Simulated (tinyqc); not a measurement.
Hubbard ring of 4 sites, step by step. One step of it, computed by the program tinyqc.

Question. The many-body Hamiltonian. Basis: all placements (u, d, 2, 0 on each site), up operators ordered before down ones; hops carry the sign of the same-spin electrons passed.

one-body matrix (hopping and site energies) (eV):
```
           1          2          3          4
1  -0.720000  -1.570000   0.000000  -1.570000
2  -1.570000   0.860000  -1.570000   0.000000
3   0.000000  -1.570000  -0.740000  -1.570000
4  -1.570000   0.000000  -1.570000   0.540000
```

U = 0.600000 eV

electrons, up and down: 1  1

Give: H.

Answer.

H (eV):
```
         2000     ud00     u0d0     u00d     du00     0200     0ud0     0u0d
2000  -0.8400  -1.5700   0.0000  -1.5700  -1.5700   0.0000   0.0000   0.0000
ud00  -1.5700   0.1400  -1.5700   0.0000   0.0000  -1.5700   0.0000   0.0000
u0d0   0.0000  -1.5700  -1.4600  -1.5700   0.0000   0.0000  -1.5700   0.0000
u00d  -1.5700   0.0000  -1.5700  -0.1800   0.0000   0.0000   0.0000  -1.5700
du00  -1.5700   0.0000   0.0000   0.0000   0.1400  -1.5700   0.0000  -1.5700
0200   0.0000  -1.5700   0.0000   0.0000  -1.5700   2.3200  -1.5700   0.0000
0ud0   0.0000   0.0000  -1.5700   0.0000   0.0000  -1.5700   0.1200  -1.5700
0u0d   0.0000   0.0000   0.0000  -1.5700  -1.5700   0.0000  -1.5700   1.4000
d0u0   0.0000   0.0000   0.0000   0.0000  -1.5700   0.0000   0.0000   0.0000
0du0   0.0000   0.0000   0.0000   0.0000   0.0000  -1.5700   0.0000   0.0000
0020   0.0000   0.0000   0.0000   0.0000   0.0000   0.0000  -1.5700   0.0000
00ud   0.0000   0.0000   0.0000   0.0000   0.0000   0.0000   0.0000  -1.5700
d00u  -1.5700   0.0000   0.0000   0.0000   0.0000   0.0000   0.0000   0.0000
0d0u   0.0000  -1.5700   0.0000   0.0000   0.0000   0.0000   0.0000   0.0000
00du   0.0000   0.0000  -1.5700   0.0000   0.0000   0.0000   0.0000   0.0000
0002   0.0000   0.0000   0.0000  -1.5700   0.0000   0.0000   0.0000   0.0000

         d0u0     0du0     0020     00ud     d00u     0d0u     00du     0002
2000   0.0000   0.0000   0.0000   0.0000  -1.5700   0.0000   0.0000   0.0000
ud00   0.0000   0.0000   0.0000   0.0000   0.0000  -1.5700   0.0000   0.0000
u0d0   0.0000   0.0000   0.0000   0.0000   0.0000   0.0000  -1.5700   0.0000
u00d   0.0000   0.0000   0.0000   0.0000   0.0000   0.0000   0.0000  -1.5700
du00  -1.5700   0.0000   0.0000   0.0000   0.0000   0.0000   0.0000   0.0000
0200   0.0000  -1.5700   0.0000   0.0000   0.0000   0.0000   0.0000   0.0000
0ud0   0.0000   0.0000  -1.5700   0.0000   0.0000   0.0000   0.0000   0.0000
0u0d   0.0000   0.0000   0.0000  -1.5700   0.0000   0.0000   0.0000   0.0000
d0u0  -1.4600  -1.5700   0.0000  -1.5700  -1.5700   0.0000   0.0000   0.0000
0du0  -1.5700   0.1200  -1.5700   0.0000   0.0000  -1.5700   0.0000   0.0000
0020   0.0000  -1.5700  -0.8800  -1.5700   0.0000   0.0000  -1.5700   0.0000
00ud  -1.5700   0.0000  -1.5700  -0.2000   0.0000   0.0000   0.0000  -1.5700
d00u  -1.5700   0.0000   0.0000   0.0000  -0.1800  -1.5700   0.0000  -1.5700
0d0u   0.0000  -1.5700   0.0000   0.0000  -1.5700   1.4000  -1.5700   0.0000
00du   0.0000   0.0000  -1.5700   0.0000   0.0000  -1.5700  -0.2000  -1.5700
0002   0.0000   0.0000   0.0000  -1.5700  -1.5700   0.0000  -1.5700   1.6800
```
